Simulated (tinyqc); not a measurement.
Inside a calculation. Model: Schottky barrier on an n-type semiconductor with a surface-enhanced doping, non-linear Poisson equation by Newton steps.

Program tinyqc, `OMP_NUM_THREADS=1 python tinyqc.py 2020006 2020007 out.jsonl`; Intel Xeon 2.30GHz, shared host, one thread, about 0.1 s. Printed values are rounded.

One dimension, metal at x = 0, donor density C(x) = Nd + N0 exp(-x/Ls). Energies are counted from the electron Fermi level of the semiconductor and the conduction-band edge is Ec = -psi, so n = Nc exp(psi/Vt); holes follow the Fermi level of the metal, at -V, so p = Nv exp((V - psi - Eg)/Vt). Ends: psi(0) = V - phiB and psi = Vt ln(Nd/Nc) deep inside. Boltzmann statistics, full ionisation, no current, no image force in the Poisson equation.

Parameters, values chosen for the exercise; band and dielectric values those of a made-up semiconductor: temperature T = 300 K; band gap Eg = 2.04 eV; relative permittivity eps_r = 13.8; conduction-band density of states at T Nc = 2.05e19 cm^-3; valence-band density of states at T Nv = 2.29e19 cm^-3; donor density deep in the semiconductor Nd = 2.5e16 cm^-3; barrier height phiB = 0.88 eV; bias of the metal against the semiconductor V = -3.7 V; extra donor density at the surface N0 = 9.8e16 cm^-3; decay length Ls = 140 nm.

Constants: q = 1.602176634e-19 C, kB = 1.380649e-23 J/K, Vt = kB T/q, eps0 = 8.8541878128e-14 F/cm where lengths are in cm. Results are converted to the units shown.

## End potentials, built-in voltage, Debye length

psi_0 = V - phiB, psi_b = Vt ln(Nd/Nc), Vbi = phiB - Vt ln(Nc/Nd), LD = sqrt(eps0 eps_r Vt/(q Nd)), W = sqrt(2 eps0 eps_r (Vbi - V)/(q Nd)), hole density at the metal p_0 = Nv exp((phiB - Eg)/Vt).

psi_0 = -4.58 V
psi_b = -0.1734489 V
Vbi = 0.7065511 V
LD = 28.08250 nm
W for uniform Nd = 518.5052 nm
p_0 = 0.7459216 cm^-3

The hole density at the metal is 3.0e-17 times Nd, so holes hardly matter.

## Doping on the mesh

x, node 0 to 10 (nm): [0, 87, 191, 314, 461, 636, 844, 1090, 1390, 1740, 2160]

C = Nd + N0 exp(-x/Ls), taken at the nodes.

donor density C, node 0 to 10 (cm^-3): [1.23e17, 7.764330e16, 5.004519e16, 3.540317e16, 2.864046e16, 2.604301e16, 2.523608e16, 2.504073e16, 2.500478e16, 2.500039e16, 2.500002e16]

## Couplings between neighbouring nodes

a_i = eps0 eps_r/h_i for the interval from node i to i + 1, with h_i = x_(i+1) - x_i in cm.

coupling a_i, interval 0 to 9 (F/cm^2): [1.404457e-7, 1.174883e-7, 9.933967e-8, 8.312095e-8, 6.982160e-8, 5.874413e-8, 4.966983e-8, 4.072926e-8, 3.491080e-8, 2.909233e-8]

## Starting potential

The parabola psi_b - (psi_b - psi_0)(1 - x/W)^2 for x < W and psi_b beyond, with psi_0 = V - phiB, psi_b = Vt ln(Nd/Nc), W = sqrt(2 eps0 eps_r (psi_b - psi_0)/(q Nd)).

psi at the start, node 0 to 10 (V): [-4.580000, -3.225309, -1.931490, -0.858939, -0.227650, -0.173449, -0.173449, -0.173449, -0.173449, -0.173449, -0.173449]

## Iteration 1: densities, residual and Jacobian diagonal

n_i = Nc exp(psi_i/Vt), p_i = Nv exp((V - psi_i - Eg)/Vt), rho_i = p_i - n_i + C_i, g_i = (n_i + p_i)/Vt. Box widths w_i = (h_(i-1) + h_i)/2 in cm. Residual F_i = a_i (psi_(i+1) - psi_i) - a_(i-1) (psi_i - psi_(i-1)) + q rho_i w_i; Jacobian: a_(i-1) and a_i beside the diagonal, b_i = -a_(i-1) - a_i - q g_i w_i on it. The two end nodes are fixed.

```
node     n (cm^-3)     p (cm^-3)
0     2.350392e-58     0.7459216
1     1.345689e-35  1.302833e-23
2     7.313973e-14  2.397066e-45
3         76244.97  2.299441e-63
4      3.071882e15  5.707275e-74
5           2.5e16  7.012831e-75
6           2.5e16  7.012831e-75
7           2.5e16  7.012831e-75
8           2.5e16  7.012831e-75
9           2.5e16  7.012831e-75
10          2.5e16  7.012831e-75
```

```
node  residual F (C/cm^2)  diagonal b (F/cm^2)
1             8.054839e-8         -2.579340e-7
2             4.554394e-8         -2.168279e-7
3             2.250141e-8         -1.824606e-7
4             1.726529e-8         -4.594540e-7
5           -5.842661e-10         -3.095617e-6
6            8.585924e-10         -3.625493e-6
7            1.781584e-10         -4.320190e-6
8            2.488262e-11         -5.111106e-6
9            2.419565e-12         -6.029093e-6
```

## Iteration 1: Newton step

Solve the tridiagonal system a_(i-1) d_(i-1) + b_i d_i + a_i d_(i+1) = -F_i for nodes 1 to 9, with d = 0 on fixed nodes. Each component d is damped to sign(d) Vt ln(1 + |d|/Vt) before it is added.

Newton step d, before damping, node 1 to 9 (V): [0.7376452, 0.9338414, 0.7074143, 0.1660994, 0.0035632, 0.0002952, 0.0000447, 0.0000052, 0.0000004]
psi after iteration 1, node 0 to 10 (V): [-4.580000, -3.137787, -1.838055, -0.772461, -0.175820, -0.170111, -0.173155, -0.173404, -0.173444, -0.173449, -0.173449]

## Iteration 2: densities, residual and Jacobian diagonal

As before.

```
node     n (cm^-3)     p (cm^-3)
0     2.350392e-58     0.7459216
1     3.974276e-34  4.411389e-25
2     2.715137e-12  6.457162e-47
3       2.162613e6  8.106897e-65
4      2.280876e16  7.686555e-75
5      2.844580e16  6.163328e-75
6      2.528544e16  6.933665e-75
7      2.504321e16  7.000732e-75
8      2.500506e16  7.011414e-75
9      2.500042e16  7.012714e-75
10          2.5e16  7.012831e-75
```

```
node  residual F (C/cm^2)  diagonal b (F/cm^2)
1             6.895087e-8         -2.579340e-7
2             4.415820e-8         -2.168279e-7
3             2.031249e-8         -1.824606e-7
4            -3.415179e-8         -2.428793e-6
5            -7.949665e-9         -3.504571e-6
6           -1.304397e-11         -3.665650e-6
7           -7.959995e-14         -4.327501e-6
8           -1.531013e-15         -5.112124e-6
9           -1.821700e-17         -6.029193e-6
```

## Iteration 2: Newton step

As before.

Newton step d, before damping, node 1 to 9 (V): [0.6294200, 0.7949557, 0.5462161, 0.0045694, -0.0021780, -0.0000385, -0.0000005, 0.0000000, 0.0000000]
psi after iteration 2, node 0 to 10 (V): [-4.580000, -3.054216, -1.748661, -0.692401, -0.171613, -0.172202, -0.173194, -0.173405, -0.173444, -0.173449, -0.173449]

## Course of the Newton iteration

Stop when the largest undamped |d| is below 1e-9 V, or after 80 iterations.

Course of the iteration:
```
iteration  largest |F| (C/cm^2)  largest |d| (V)  at node
1                       8.05e-8            0.934        2
2                       6.90e-8            0.795        2
3                       5.79e-8            0.705        2
4                       4.74e-8            0.619        2
5                       3.88e-8            0.536        2
6                       3.67e-8            0.456        2
7                       3.42e-8            0.380        2
8                       3.14e-8            0.308        2
9                       2.82e-8            0.238        2
10                      2.43e-8            0.172        2
11                      1.93e-8            0.116        2
12                      1.34e-8           0.0722        2
13                      7.64e-9           0.0377        2
14                      3.09e-9           0.0145        2
15                     6.44e-10          2.97e-3        2
16                     3.44e-11          1.59e-4        2
17                     1.05e-13          4.85e-7        2
18                     9.88e-19         4.56e-12        2
```

Converged in 18 iterations. Once the step is below 0.1 Vt, 2 more iteration(s) reach the threshold: near the solution the error is roughly squared each time.

## Converged densities, field and barrier lowering

converged psi, node 0 to 10 (V): [-4.580000, -2.514933, -1.057515, -0.249944, -0.172300, -0.172405, -0.173196, -0.173405, -0.173444, -0.173449, -0.173449]

n and p as above; E_i = -(psi_(i+1) - psi_i)/h_i; at the metal |E_0| = |E on interval 0| + q rho_0 (h_0/2)/(eps0 eps_r), rho_0 = p_0 - n_0 + C_0; image-force lowering dphi = sqrt(q |E_0|/(4 pi eps0 eps_r)).

```
node     n (cm^-3)     p (cm^-3)
0     2.350392e-58     0.7459216
1     1.155417e-23  1.517381e-35
2         35.17897  4.983682e-60
3      1.296802e15  1.351947e-73
4      2.613567e16  6.708105e-75
5      2.603025e16  6.735272e-75
6      2.524600e16  6.944499e-75
7      2.504274e16  7.000862e-75
8      2.500505e16  7.011415e-75
9      2.500042e16  7.012714e-75
10          2.5e16  7.012831e-75
```

field E, interval 0 to 9 (kV/cm): [-237.3640, -140.1363, -65.6562, -5.2819, 0.0060, 0.0380, 0.0085, 0.0013, 0.0001, 0.0000]
|E_0| at the metal = 307.5220 kV/cm
image-force lowering = 56.64668 mV

A mesh of about 1000 nodes or more gives |E_0| = 295.7 kV/cm; the 11-node value is 4.0 % above it.
